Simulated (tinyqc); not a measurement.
Inside a calculation. Method: plane-wave Kohn-Sham cycle with exchange-only LDA in a layered model solid. One step of it, computed by the program tinyqc.

Problem. Iteration 2: potential. V_H(G) = 4 pi rho(G)/G^2 for G != 0 (uniform background); v_x = -(3 rho/pi)^(1/3); V = V_ext + V_H + v_x; Fourier components f(G_m) = (1/N) sum_j f(x_j) exp(-i G_m x_j).

A solid whose potential varies along x alone (atomic units):
```
parameter,value
period a,16.100000
cross-section of the cell,26.000000
electrons per cell,2
grid points,16
"plane waves -n..n, n",3
k points,1
V1 in V1 cos(2 pi x/a),-0.670000
V2 in V2 cos(4 pi x/a),0.160000
```

density after iteration 1 (e/bohr^3): 0.01179019  0.01021839  0.00685892  0.00407052  0.00277180  0.00243333  0.00239094  0.00238908  0.00238914  0.00238908  0.00239094  0.00243333  0.00277180  0.00407052  0.00685892  0.01021839

Give: Potentials on the grid; V(G_m), m = 0, 1, 2, ....

Solution.

Potentials on the grid (hartree):
```
x,V_ext,V_H,v_x,V
0.0000,-0.5100,0.3765,-0.2241,-0.3576
1.0063,-0.5059,0.3337,-0.2137,-0.3859
2.0125,-0.4738,0.2236,-0.1871,-0.4373
3.0187,-0.3695,0.0862,-0.1572,-0.4405
4.0250,-0.1600,-0.0437,-0.1383,-0.3421
5.0312,0.1433,-0.1492,-0.1325,-0.1384
6.0375,0.4738,-0.2251,-0.1317,0.1169
7.0438,0.7321,-0.2707,-0.1316,0.3298
8.0500,0.8300,-0.2859,-0.1316,0.4124
9.0563,0.7321,-0.2707,-0.1316,0.3298
10.0625,0.4738,-0.2251,-0.1317,0.1169
11.0687,0.1433,-0.1492,-0.1325,-0.1384
12.0750,-0.1600,-0.0437,-0.1383,-0.3421
13.0813,-0.3695,0.0862,-0.1572,-0.4405
14.0875,-0.4738,0.2236,-0.1871,-0.4373
15.0938,-0.5059,0.3337,-0.2137,-0.3859
```

V(G_m), m = 0, 1, 2, ... (hartree): -0.1588  -0.1942  0.0924  0.0015  0.0007  0.0002  0.0000
